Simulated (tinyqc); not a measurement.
Inside a calculation. Model: trench capacitor in an array: capacitance, non-linearity, leakage and relaxation.

tinyqc, about 0.01 s, one thread, Intel Xeon 2.30GHz (shared host): `OMP_NUM_THREADS=1 python tinyqc.py 2102087 2102088 out.jsonl` Printed values are rounded.

A film between two metal electrodes, each interface adding a series capacitance ci. The small-signal permittivity is ek (1 + aq E^2); the field is found with the linear permittivity. Leakage J = J0 sinh(E/Ef). After a voltage step the film passes a relaxation current kr C V tt^(-nr), tt being the time in seconds. The sidewall is a coaxial capacitor with radii a = dm/2 - t and b = dm/2, depth AR dm; the end face is left out.

Values chosen for this exercise; permittivity of the order of that of hafnium oxide: relative permittivity of the film ek = 20.2; film thickness t = 12 nm; capacitance of each electrode interface (dead layer and screening) ci = 1000 uF/cm^2; quadratic field coefficient of the permittivity aq = 0.0097 cm^2/MV^2; bias V = 1.8 V; leakage prefactor J0 = 2.9e-10 A/cm^2; field for an e-fold rise of the leakage Ef = 0.47 MV/cm; diameter of the hole dm = 60 nm; aspect ratio, depth over diameter AR = 50; pitch of the square array pt = 130 nm; resistivity of the inner electrode rho = 160 uohm cm.

Constants: eps0 = 8.8541878128e-14 F/cm where lengths are in cm. Results are converted to the units shown.

## Planar capacitance, field and non-linearity

Planar film: Cf = eps0 ek/t, 1/C = 1/Cf + 2/ci, EOT = 3.9 eps0/C, effective permittivity C t/eps0, E = (V/t) C/Cf; quadratic coefficient [C(V)/C - 1]/V^2 with Cf (1 + aq E^2) in C(V).

Cf = 1.49045 uF/cm^2
C = 1.48603 uF/cm^2
EOT = 2.32374 nm
effective permittivity = 20.1400
E = 1.49554 MV/cm
quadratic coefficient = 6675.80 ppm/V^2
J = 3.48776e-9 A/cm^2

The interfaces take 0.297 % of the voltage.

## Cell capacitance, fields and time constant

Per length 1/c = ln(b/a)/(2 pi eps0 ek) + (1/a + 1/b)/(2 pi ci); cell capacitance c AR dm; per footprint over pt^2; fields c V/(2 pi eps0 ek r) at r = a and b; resistance of the inner electrode rho AR dm/(pi a^2); time constant R C/3 of the distributed line.

a = 18 nm
b = 30 nm
cell capacitance = 6.57929 fF
capacitance per footprint = 38.9307 uF/cm^2
field at a = 1.95154 MV/cm
field at b = 1.17092 MV/cm
R = 4.71570 kohm
R C/3 = 10.3420 ps

The array gives 26.2 times the planar capacitance per footprint; curvature makes the field at the inner electrode 1.30 times the planar value.
